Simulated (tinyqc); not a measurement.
CCD on RHF in the sto-3g basis, frozen core, for BeH2, spin multiplicity 1, step by step. One step of it, computed by the program tinyqc.

Question. Iteration 1: building the Fock matrix. J_ij = sum D_kl (ij|kl), K_ij = sum D_kl (ik|jl); F = H + J - 0.5 K; E = tr D H + tr D J / 2 - 0.25 tr D K + E_nn.

D at the start:
```
            1Be 1s     1Be 2s   1Be 2px    1Be 2py    1Be 2pz      2H 1s      3H 1s
1Be 1s    2.153420  -0.519497  0.000000   0.000000   0.002413  -0.029506  -0.029506
1Be 2s   -0.519497   2.031635  0.000000   0.000000  -0.005453   0.134516   0.134516
1Be 2px   0.000000   0.000000  0.000000   0.000000   0.000000   0.000000   0.000000
1Be 2py   0.000000   0.000000  0.000000   0.003375   0.000000   0.038606  -0.038606
1Be 2pz   0.002413  -0.005453  0.000000   0.000000   0.000050   0.003582   0.003582
2H 1s    -0.029506   0.134516  0.000000   0.038606   0.003582   0.893154   0.009859
3H 1s    -0.029506   0.134516  0.000000  -0.038606   0.003582   0.009859   0.893154
```

core Hamiltonian H = T + V (hartree):
```
            1Be 1s     1Be 2s    1Be 2px    1Be 2py    1Be 2pz      2H 1s      3H 1s
1Be 1s   -8.597864  -2.121899   0.000000   0.000000  -0.003298  -0.453454  -0.453454
1Be 2s   -2.121899  -2.797875   0.000000   0.000000  -0.029021  -1.132770  -1.132770
1Be 2px   0.000000   0.000000  -2.260496   0.000000   0.000000   0.000000   0.000000
1Be 2py   0.000000   0.000000   0.000000  -2.466775   0.000000  -1.204399   1.204399
1Be 2pz  -0.003298  -0.029021   0.000000   0.000000  -2.262886  -0.132527  -0.132527
2H 1s    -0.453454  -1.132770   0.000000  -1.204399  -0.132527  -2.104442  -0.086026
3H 1s    -0.453454  -1.132770   0.000000   1.204399  -0.132527  -0.086026  -2.104442
```

Two-electron integrals (ij|kl) in chemists' order, unique and non-zero (hartree):
```
(11|11) 2.298831    (21|11) 0.392036    (21|21) 0.079539    (22|11) 0.570988
(22|21) 0.143041    (22|22) 0.417683    (31|31) 0.014607    (32|31) 0.021888
(32|32) 0.092265    (33|11) 0.569578    (33|21) 0.143083    (33|22) 0.417589
(33|33) 0.449859    (41|41) 0.014607    (42|41) 0.021888    (42|42) 0.092265
(43|43) 0.024249    (44|11) 0.569578    (44|21) 0.143083    (44|22) 0.417589
(44|33) 0.401360    (44|44) 0.449859    (51|51) 0.014607    (52|51) 0.021888
(52|52) 0.092265    (53|53) 0.024249    (54|54) 0.024249    (55|11) 0.569578
(55|21) 0.143083    (55|22) 0.417589    (55|33) 0.401360    (55|44) 0.401360
(55|55) 0.449859    (61|11) 0.081706    (61|21) 0.016568    (61|22) 0.030043
(61|33) 0.029829    (61|41) 0.001461    (61|42) 0.002753    (61|44) 0.030479
(61|51) 0.000157    (61|52) 0.000296    (61|54) 0.000070    (61|55) 0.029836
(61|61) 0.003620    (62|11) 0.196586    (62|21) 0.049959    (62|22) 0.158713
(62|33) 0.152715    (62|41) 0.006510    (62|42) 0.039767    (62|44) 0.170361
(62|51) 0.000701    (62|52) 0.004281    (62|54) 0.001899    (62|55) 0.152920
(62|61) 0.011512    (62|62) 0.089431    (63|31) 0.004609    (63|32) 0.021516
(63|43) 0.006904    (63|53) 0.000743    (63|63) 0.008271    (64|11) 0.209145
(64|21) 0.053805    (64|22) 0.179266    (64|33) 0.168641    (64|41) 0.010575
(64|42) 0.061801    (64|44) 0.200130    (64|51) 0.000642    (64|52) 0.004336
(64|54) 0.002646    (64|55) 0.168846    (64|61) 0.012963    (64|62) 0.114946
(64|64) 0.152727    (65|11) 0.022512    (65|21) 0.005792    (65|22) 0.019296
(65|33) 0.018152    (65|41) 0.000642    (65|42) 0.004336    (65|44) 0.020056
(65|51) 0.004678    (65|52) 0.021983    (65|54) 0.007109    (65|55) 0.019661
(65|61) 0.001395    (65|62) 0.012373    (65|64) 0.015549    (65|65) 0.009945
(66|11) 0.363177    (66|21) 0.093964    (66|22) 0.334382    (66|33) 0.310141
(66|41) 0.014432    (66|42) 0.113577    (66|44) 0.381769    (66|51) 0.001553
(66|52) 0.012225    (66|54) 0.007710    (66|55) 0.310971    (66|61) 0.022228
(66|62) 0.238822    (66|64) 0.326030    (66|65) 0.035094    (66|66) 0.774606
(71|11) 0.081706    (71|21) 0.016568    (71|22) 0.030043    (71|33) 0.029829
(71|41) -0.001461   (71|42) -0.002753   (71|44) 0.030479    (71|51) 0.000157
(71|52) 0.000296    (71|54) -0.000070   (71|55) 0.029836    (71|61) 0.003307
(71|62) 0.009727    (71|64) 0.010090    (71|65) 0.001188    (71|66) 0.018072
(71|71) 0.003620    (72|11) 0.196586    (72|21) 0.049959    (72|22) 0.158713
(72|33) 0.152715    (72|41) -0.006510   (72|42) -0.039767   (72|44) 0.170361
(72|51) 0.000701    (72|52) 0.004281    (72|54) -0.001899   (72|55) 0.152920
(72|61) 0.009727    (72|62) 0.046748    (72|64) 0.048118    (72|65) 0.006383
(72|66) 0.092190    (72|71) 0.011512    (72|72) 0.089431    (73|31) 0.004609
(73|32) 0.021516    (73|43) -0.006904   (73|53) 0.000743    (73|63) 0.003436
(73|73) 0.008271    (74|11) -0.209145   (74|21) -0.053805   (74|22) -0.179266
(74|33) -0.168641   (74|41) 0.010575    (74|42) 0.061801    (74|44) -0.200130
(74|51) -0.000642   (74|52) -0.004336   (74|54) 0.002646    (74|55) -0.168846
(74|61) -0.010090   (74|62) -0.048118   (74|64) -0.047718   (74|65) -0.006470
(74|66) -0.093791   (74|71) -0.012963   (74|72) -0.114946   (74|74) 0.152727
(75|11) 0.022512    (75|21) 0.005792    (75|22) 0.019296    (75|33) 0.018152
(75|41) -0.000642   (75|42) -0.004336   (75|44) 0.020056    (75|51) 0.004678
(75|52) 0.021983    (75|54) -0.007109   (75|55) 0.019661    (75|61) 0.001188
(75|62) 0.006383    (75|64) 0.006470    (75|65) 0.004288    (75|66) 0.012869
(75|71) 0.001395    (75|72) 0.012373    (75|74) -0.015549   (75|75) 0.009945
(76|11) 0.014529    (76|21) 0.003598    (76|22) 0.010210    (76|33) 0.010046
(76|44) 0.010498    (76|51) 0.000101    (76|52) 0.000494    (76|55) 0.010082
(76|61) 0.000760    (76|62) 0.004006    (76|64) 0.004591    (76|65) 0.000606
(76|66) 0.008690    (76|71) 0.000760    (76|72) 0.004006    (76|74) -0.004591
(76|75) 0.000606    (76|76) 0.000256    (77|11) 0.363177    (77|21) 0.093964
(77|22) 0.334382    (77|33) 0.310141    (77|41) -0.014432   (77|42) -0.113577
(77|44) 0.381769    (77|51) 0.001553    (77|52) 0.012225    (77|54) -0.007710
(77|55) 0.310971    (77|61) 0.018072    (77|62) 0.092190    (77|64) 0.093791
(77|65) 0.012869    (77|66) 0.183725    (77|71) 0.022228    (77|72) 0.238822
(77|74) -0.326030   (77|75) 0.035094    (77|76) 0.008690    (77|77) 0.774606
```

nuclear repulsion = 3.10673118 hartree

Give: Coulomb J; exchange K; Fock matrix F; total energy of this density.

Answer.

Coulomb J (hartree):
```
         1Be 1s  1Be 2s  1Be 2px  1Be 2py  1Be 2pz  2H 1s   3H 1s
1Be 1s    6.483   1.254    0.000    0.000    0.003  0.263   0.263
1Be 2s    1.254   2.638    0.000    0.000    0.024  1.038   1.038
1Be 2px   0.000   0.000    2.587    0.000    0.000  0.000   0.000
1Be 2py   0.000   0.000    0.000    2.729    0.000  1.193  -1.193
1Be 2pz   0.003   0.024    0.000    0.000    2.588  0.131   0.131
2H 1s     0.263   1.038    0.000    1.193    0.131  2.341   0.067
3H 1s     0.263   1.038    0.000   -1.193    0.131  0.067   2.341
```

exchange K (hartree):
```
         1Be 1s  1Be 2s  1Be 2px  1Be 2py  1Be 2pz  2H 1s   3H 1s
1Be 1s    4.711   0.827    0.000    0.000    0.004  0.193   0.193
1Be 2s    0.827   1.118    0.000    0.000    0.028  0.603   0.603
1Be 2px   0.000   0.000    0.223    0.000    0.000  0.000   0.000
1Be 2py   0.000   0.000    0.000    0.533    0.000  0.412  -0.412
1Be 2pz   0.004   0.028    0.000    0.000    0.227  0.046   0.046
2H 1s     0.193   0.603    0.000    0.412    0.046  0.959   0.127
3H 1s     0.193   0.603    0.000   -0.412    0.046  0.127   0.959
```

Fock matrix F (hartree):
```
         1Be 1s  1Be 2s  1Be 2px  1Be 2py  1Be 2pz   2H 1s   3H 1s
1Be 1s   -4.470  -1.282    0.000    0.000   -0.002  -0.287  -0.287
1Be 2s   -1.282  -0.719    0.000    0.000   -0.019  -0.396  -0.396
1Be 2px   0.000   0.000    0.215    0.000    0.000   0.000   0.000
1Be 2py   0.000   0.000    0.000   -0.004    0.000  -0.218   0.218
1Be 2pz  -0.002  -0.019    0.000    0.000    0.212  -0.024  -0.024
2H 1s    -0.287  -0.396    0.000   -0.218   -0.024  -0.244  -0.083
3H 1s    -0.287  -0.396    0.000    0.218   -0.024  -0.083  -0.244
```

total energy of this density = -15.34918 hartree

This density is the starting one; it is not idempotent, so its energy is not variational and may lie below the converged one.
